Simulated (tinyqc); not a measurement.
# Ballistic conductance of a hard-wall strip of a two-dimensional electron gas by counting modes, step by step

Computed by the program tinyqc: `OMP_NUM_THREADS=1 python tinyqc.py 2740124 2740125 out.jsonl`, one thread of a shared Intel Xeon 2.30GHz, about 0.07 s for the whole run. Printed values are rounded.

Subband edges E_n = C (n pi/W)^2/m, n = 1, 2, ...; C = hbar^2/(2 m0). Every mode transmits fully; spin gives the factor 2 in 2 q^2/h, valleys the factor gv.

Parameters, values chosen for the exercise: temperature T = 4 K; mass m = 0.18 m0; valleys gv = 1; Fermi energy above the 2D band edge Ef = 0.238 eV; width W = 19 nm; highest subband edge listed Et = 0.297 eV.

Constants: q = 1.602176634e-19 C, kB = 1.380649e-23 J/K, hbar = 1.054571817e-34 J s, h = 6.62607015e-34 J s, m0 = 9.1093837015e-31 kg, Vt = kB T/q, hbar^2/(2 m0) = 0.0380998212 eV nm^2. Results are converted to the units shown.

## Subband edges and their occupation

List the edges below Et; each adds its degeneracy times f = 1/(1 + exp((E_n - Ef)/Vt)) to the thermal mode count.

```
mode	edge (eV)	degeneracy	f
1	0.005787	1	1.00000
2	0.023147	1	1.00000
3	0.052082	1	1.00000
4	0.092590	1	1.00000
5	0.144671	1	1.00000
6	0.208327	1	1.00000
7	0.283556	1	0.00000
```

## Conductance and ballistic resistance

G = (2 q^2/h) gv M; at zero temperature M counts the edges below Ef, at T it is the sum of degeneracy times f. The smooth (Sharvin) count is kF W/pi, kF = sqrt(m Ef/C), and with the boundary term kF W/pi - 1/2. The sum runs over the edges listed.

M at zero temperature = 6
M at T = 6
G = 464.886 uS
resistance 1/G = 2.15107 kohm
smooth count = 6.41308

The smooth count is 6.9 % above M at T. With the boundary term it is 5.91.
